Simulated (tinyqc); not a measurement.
Inside a calculation. Model: adsorption as a lattice gas: isotherms with interactions, competition, desorption peaks and saturation dose. Computed by tinyqc, a small Python program that keeps every step. Command: `OMP_NUM_THREADS=1 python tinyqc.py 3027146 3027147 out.jsonl adsorb walk`. One thread of a shared host (Intel(R) Xeon(R) Processor @ 2.30GHz), about 0.2 s of CPU time with the checks. Intermediate numbers are printed to about 6 digits and carried at full precision; extremes and crossings named in words are read from the listed rows.

One adsorbate per site; a molecule needs 2 empty sites. Gas and surface have the same temperature.

Inputs (values chosen for the exercise, for a model surface):
```
quantity                                          value    unit
desorption energy E                                 1.7      eV
prefactor nu                                    1.1e+13     1/s
pair energy w (positive repels)                  -0.029      eV
neighbours z                                          4       -
site density N_s                                    5.5  1/nm^2
molecular mass M                                     14       u
sticking coefficient s0                            0.31       -
temperature T                                       587       K
pressure p                                      9.7e-08      Pa
blocking by a second gas, K_B p_B                  0.74       -
heating rate beta                                   7.8     K/s
initial coverage theta_0                           0.44       -
aspect ratio a (depth over diameter) of a hole       40       -
```

Adsorption: dissociative (second order).

Constants: u = 1.6605390666e-27 kg; k_B = 1.380649e-23 J/K; k_B = 8.617333262e-05 eV/K.

## Flux and the Langmuir coverage

Flux F = p/sqrt(2 pi M k_B T); k_d = nu exp(-E/(k_B T)); 2 s0 F (1 - theta)^2 = N_s k_d theta^2, so y = sqrt(2 s0 F/(N_s k_d)), theta = y/(1 + y). With a second gas on the same sites theta = y/(1 + y + K_B p_B).

flux F = 0.00281924 1/(nm^2 s)

k_d = 0.0279115 1/s

y = 0.106706

Langmuir coverage = 0.0964177

coverage with the second gas = 0.0577819

## Coverage with interactions

With u = w/(k_B T). Mean field: theta/(1 - theta) = y exp(-z u theta). Quasi-chemical: theta/(1 - theta) = y [(r - 1 + 2 theta)(1 - theta)/((r + 1 - 2 theta) theta)]^(-z/2) exp(-z u/2), r = sqrt(1 - 4 theta (1 - theta)(1 - exp(-u))).

u = -0.573307

coverage, mean field = 0.124256

coverage, quasi-chemical = 0.133072

Attraction raises the coverage from 0.0964. Both theories put half coverage at ln y = z u/2 = -1.147; here ln y = -2.238.

## Isotherms

The formulas are those given above.

Coverage; the first column is ln y - z u/2:
```
ln y - z u/2  no interaction  mean field  quasi-chemical
-5.0                0.002136    0.002147        0.002150
-3.0                0.015572    0.016150        0.016352
-2.0                0.041225    0.045558        0.047064
-1.0                0.104648    0.138304        0.148669
-0.5                0.161567    0.258488        0.278472
0.0                 0.241108    0.500000        0.500000
0.5                 0.343753    0.741512        0.721528
1.0                 0.463412    0.861696        0.851331
2.0                 0.701277    0.954442        0.952936
3.0                 0.864524    0.983850        0.983648
5.0                 0.979233    0.997853        0.997850
```

At half coverage the slope d theta/d ln y is 1/4 without interaction, 1/(4 + z u) = 0.586 in mean field and 0.498 in the pair theory, 1/[4 + 2 z (exp(u/2) - 1)]. Attraction steepens the filling towards a step; the two theories differ by at most 0.020 in these rows.

## Desorption peak without interaction

The peak obeys E/(k_B T_p^2) = (nu theta_0/beta) exp(-E/(k_B T_p)) if theta at the peak is theta_0/2. Redhead's shortcut, with the constant 3.46 (3.64 is also in use), reads E back as k_B T_p [ln(nu' T_p/beta) - 3.46], nu' = nu theta_0.

peak temperature T_p = 652.669 K

E by Redhead's shortcut = 1.69712 eV

The shortcut misses by -0.17 %, since 3.46 stands for ln(E/(k_B T_p)) = 3.41. A prefactor wrong by a factor 100 would shift E by 0.259 eV.

## Peak against initial coverage

Heating at the rate beta: d theta/dT = -(nu/beta) theta^2 exp(-[E - 2 z w theta]/(k_B T)). Integrated numerically (relative tolerance 1e-9); T_p is the maximum of the rate.

Peak temperatures (K):
```
theta_0    w = 0   with w
0.1      682.723  690.328
0.3      659.292  681.107
0.5      648.920  684.368
0.7      642.259  690.947
0.9      637.369  699.013
```

Without interaction the peak moves down by 45.4 K, the mark of second order; with w it moves by +8.7 K.

## Dose to saturate, flat and in a hole

Without desorption or interaction, 99 % coverage needs the time 99 N_s/(2 s0 F). For a round hole of aspect ratio a in molecular flow with unit sticking (Gordon), the time is N_s/(2F) x [1 + (19/4) a + (3/2) a^2]. The larger of the two times is a rough guide.

time on a flat surface = 311511 s

time for the hole = 2.52736e+06 s

The hole is limited by transport: for deep holes the dose grows as a^2. Caution: with k_d = nu exp(-E/(k_B T)) of these inputs desorption is not negligible over the time on a flat surface, so without interaction 99 % coverage is not reached.

Checks made by the program: quasi-chemical form at low coverage and at the symmetry point (relative difference 2e-07); T_p against the integrated rate equation (relative difference 2e-03).
